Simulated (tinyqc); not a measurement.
Koster-Slater impurity in an sp3s* host, step by step. Values are carried at full precision from step to step, so a last printed digit may differ when a step is redone from the rounded ones.

sp3s* tight binding, nearest neighbours only: anion (a) at 0, cation (c) at a/4 (1,1,1), orbitals s, px, py, pz, s* on each; k in units of 2 pi/a. With phases e_j = exp(i (pi/2) k.n_j) for n = (1,1,1), (1,-1,-1), (-1,1,-1), (-1,-1,1): g0 = (e1+e2+e3+e4)/4, g1 = (e1+e2-e3-e4)/4, g2 = (e1-e2+e3-e4)/4, g3 = (e1-e2-e3+e4)/4. The diagonal holds the levels Esa, Epa, Exa (s*) and Esc, Epc, Exc. Anion-cation block: <sa|sc> = Vss g0; <sa|xc> = Vsapc g1; <xa|sc> = -Vscpa g1; <xa|xc> = Vxx g0; <xa|yc> = <ya|xc> = Vxy g3, <xa|zc> = <za|xc> = Vxy g2, <ya|zc> = <za|yc> = Vxy g1; <s*a|xc> = Vxapc g1; <xa|s*c> = -Vpaxc g1; y and z take g2 and g3 in place of g1; s-s* and s*-s* vanish.

Inputs chosen for the exercise (out of a larger set: near a published set for Ge; not measured data): p = (-5.914, 1.613, -5.914, 1.613, 6.383, 6.383, -6.815, 1.609, 4.901, 5.448, 5.448, 5.21, 5.21) eV (order Esa, Epa, Esc, Epc, Exa, Exc, Vss, Vxx, Vxy, Vsapc, Vscpa, Vxapc, Vpaxc); N = 6 (mesh); V = -27.9 eV (shift of the p levels).

## The gap of the host

Gaps from the top of the valence band to Gamma, to the minimum on (x,0,0) from 0.5 to 1, and to L; the smallest is Eg.

top of the valence band on the scale of the parameters = 0.0040 eV

gaps (eV): Gamma 0.8970, Delta 0.7750, L 0.7428

Eg (smallest gap of the host) = 0.74283 eV

## Where the weight lies

A defect on a cation site (c) shifts the s level there by Vs or the three p levels by Vp and leaves the rest. A level in the gap solves 1/Vs = G_s(E) (symmetry A1) or 1/Vp = G_p(E) (T2, threefold), with G(E) = (1/N^3) sum over k and bands of w/(E - e), where w is the weight of the state on the s orbital of that site, or the mean weight on its px, py, pz. Mesh: k = f1 (-1,1,1) + f2 (1,-1,1) + f3 (1,1,-1), f = (j + 1/2)/N, j = 0 to N - 1. Energies from the top of the valence band at Gamma; the s* orbital of the site is left as it is. An infinite shift removes the s or p orbitals, the model of the ideal vacancy: G(E) = 0.

For each band: mean energy over the mesh and summed weights; each column of weights adds to one.

Bands:

| band | mean energy (eV) | s weight | p weight |
|---|---|---|---|
| 1 | -10.821 | 0.4301 | 0.0216 |
| 2 | -7.037 | 0.2577 | 0.0732 |
| 3 | -2.635 | 0.0085 | 0.1634 |
| 4 | -2.103 | 0.0031 | 0.1656 |
| 5 | 1.118 | 0.1716 | 0.0653 |
| 6 | 1.686 | 0.0964 | 0.0740 |
| 7 | 5.324 | 0.0003 | 0.1650 |
| 8 | 5.797 | 0.0004 | 0.1609 |
| 9 | 9.146 | 0.0188 | 0.0445 |
| 10 | 10.101 | 0.0131 | 0.0667 |

The filled bands hold 0.699 of the s orbital and 0.424 of each p orbital of the cation. Filled states add positive terms to G in the gap and empty ones negative terms.

## Green functions across the gap

G at nine energies E = Eg j/8.

G(E) (1/eV):

| E (eV) | G_s | G_p |
|---|---|---|
| 0.0000 | -0.14373 | 0.01593 |
| 0.0929 | -0.16530 | -0.01066 |
| 0.1857 | -0.19114 | -0.03411 |
| 0.2786 | -0.22293 | -0.05786 |
| 0.3714 | -0.26339 | -0.08399 |
| 0.4643 | -0.31731 | -0.11493 |
| 0.5571 | -0.39426 | -0.15490 |
| 0.6500 | -0.51780 | -0.21366 |
| 0.7428 | -0.78482 | -0.32757 |

Both fall with E, as dG/dE = -sum w/(E - e)^2 demands. G_s keeps its sign, so the vacancy has no level of this symmetry in the gap. G_p changes sign, so the vacancy has a level of this symmetry in the gap.

## A first estimate from the table

A defect that shifts the p level of its cation site by V has a level where the host Green function G_p(E) equals 1/V; E is counted from the top of the valence band. Find it by linear interpolation between the two rows that bracket it.

1/V = -0.03584 1/eV
estimated level = 0.192 eV

## The level and its weight on the defect

Solve by bisection with the full sum. The weight of the bound state on the shifted orbital is G^2/(-G'), which is also dE/dV.

level = 0.1926 eV
G'(E) = -0.25051 1/eV^2
weight on the defect orbital = 0.0051

The level lies 0.193 eV above the valence band and 0.550 eV below the conduction band. Only 0.5 % of it sits on the shifted orbital, the rest on other orbitals, so a shift of 1 eV moves the level by about 5 meV.

## Checks

- Sum of the s weights over all bands against one: both 1.00000.
- First moment of the s weights against the s level of the site, on the scale of the parameters: both -5.91400.

(tinyqc, `OMP_NUM_THREADS=1 python tinyqc.py 1450797 1450798 out.jsonl`, Intel(R) Xeon(R) Processor @ 2.30GHz, 1 thread, shared host, about 0.04 s.)
